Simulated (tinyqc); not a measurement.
Speciation in dilute and buffered hydrofluoric acid, oxide etch rate and bath loading. Changing the HF added. Computed by tinyqc, a small Python program. Command: `OMP_NUM_THREADS=1 python tinyqc.py 3120317 3120318 out.jsonl hfetch sweep`. One thread of a shared host (Intel(R) Xeon(R) Processor @ 2.30GHz), about 0.01 s of CPU time with the checks.

Concentrations stand for activities, NH4+ and Cl- are spectators, and water ionisation is neglected. H, F and HF2 denote the ions H+, F- and HF2-. The base temperature is 298 K.

Inputs (values chosen for the exercise, of the order of those for thermal oxide at room temperature):
```
quantity                            value            unit
NH4F added                           0.86           mol/L
HCl added                               0           mol/L
K1 = [H][F]/[HF]                 0.000623           mol/L
K2 = [HF2]/([HF][F])                 4.05           L/mol
K3 = [H2F2]/[HF]^2                      0           L/mol
rate constant of neutral HF k_a        15  nm L/(min mol)
rate constant of HF2 k_b               69  nm L/(min mol)
activation energy                    0.44              eV
temperature error                     2.2               K
oxide removed per wafer                52              nm
```

Constants: k_B = 8.617333262e-05 eV/K.

Method:
- Fluoride balance: [HF] + [F] + 2 [HF2] + 2 [H2F2] = HF added + NH4F added. Acid balance: [H] + [HF] + [HF2] + 2 [H2F2] = HF added + HCl added. For a trial [H], [HF] = [H][F]/K1, and the fluoride balance is a quadratic in [F].
- The root is refined to 1e-13 in pH = -log10 [H].
- Rate = k_a ([HF] + 2 [H2F2]) + k_b [HF2], an empirical two-term form.
- Time = oxide/rate; a temperature error changes the rate by exp((E_a/k_B)(1/298 - 1/(298 + error))) - 1.

One run for each value:
```
HF added (mol/L)  etch rate (nm/min)      pH  share of HF2 in the rate (%)  [HF2] (mol/L)
0.012                           0.68  5.7041                        94.065        0.00930
0.028                           1.59  5.3249                        93.983        0.02163
0.067                           3.78  4.9183                        93.776        0.05132
0.16                            8.88  4.4725                        93.238        0.11995
0.37                           19.69  3.9488                        91.767        0.26183
0.89                           41.27  3.1707                        86.481        0.51732
5                             120.57  1.3072                        49.077        0.85756
```

Give the missing row, HF added (mol/L) = 2.1.

Computed row:
```
HF added (mol/L)  etch rate (nm/min)      pH  share of HF2 in the rate (%)  [HF2] (mol/L)
2.1                            71.00  2.1960                        71.261        0.73327
```

Interpolating between the two neighbouring rows (the first column on a logarithmic scale, the others too where they are positive) misses most in [HF2] (mol/L), by 9.3 %. Over the rows, etch rate (nm/min) rises from 0.682 to 121 (exponent d ln y / d ln x 1.00 between the first rows and 0.61 between the last); pH falls from 5.70 to 1.31; share of HF2 in the rate (%) falls from 94.1 to 49.1 (exponent d ln y / d ln x -0.0010 between the first rows and -0.43 between the last). At the low end the exponent of etch rate is 1.00, close to 1: the rate follows the acid added.  Left out: 0.00500 (the load would use up most of the acid).

Caution (all rows): at ionic strengths above about 0.5 mol/L activities differ much from concentrations, so pH and rates are only indicative.
